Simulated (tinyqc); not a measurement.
Configuration-coordinate model of a defect: Huang-Rhys factor and luminescence line shape: one step, computed by the program tinyqc.

Ground state E_g(Q) = (1/2) omega_g^2 Q^2; excited state E_e(Q) = E_0 + (1/2) omega_e^2 (Q - dQ)^2 with omega_e = omega_g and E_0 = E_ZPL. Q is mass-weighted; the dipole does not depend on Q (Condon approximation).

Problem. Crossing, radiative lifetime and thermal quenching. The curves cross at the root Q_c nearest dQ; the barrier is (1/2) omega_e^2 (Q_c - dQ)^2, with (1/2) omega^2 = (hbar omega)^2/(2 hbar^2/u). k_r = n_r omega^3 mu^2/(3 pi eps_0 hbar c^3) at the vertical emission energy, without local-field correction; k_nr = nu_0 exp(-barrier/k_B T) (Mott-Seitz); yield = k_r/(k_r + k_nr); T_1/2 = barrier/(k_B ln(nu_0/k_r)).

Inputs (values chosen for the exercise, for a model defect in a wide-gap host): zero-phonon energy E_ZPL = 2.04 eV; displacement dQ = 0.948 u^(1/2) angstrom; ground-state phonon hbar omega_g = 25.6 meV; temperature T = 50 K; refractive index n_r = 2.41; transition dipole mu = 1.1 e angstrom; quenching prefactor nu_0 = 1e+12 1/s.

Modes: equal frequencies in both states.

vertical emission energy = 1.969551 eV

Constants: hbar^2/u = 4.18015928e-03 eV angstrom^2; hbar = 6.582119569e-16 eV s; e = 1.602176634e-19 C; eps_0 = 8.8541878128e-12 F/m; hbar = 1.054571817e-34 J s; c = 299792458 m/s; k_B = 8.617333262e-05 eV/K.

Give: Q_c; classical barrier; radiative lifetime; luminescence yield; quenching temperature T_1/2.

Solution.

Q_c = 14.200 u^(1/2) angstrom

classical barrier = 13.766 eV

radiative lifetime = 11.823 ns

luminescence yield = 1

quenching temperature T_1/2 = 17034 K

The barrier is so high that this route does not halve the yield below 1000 K. Caution: the curves cross far outside the range of the harmonic model, so the barrier and T_1/2 have no quantitative meaning.
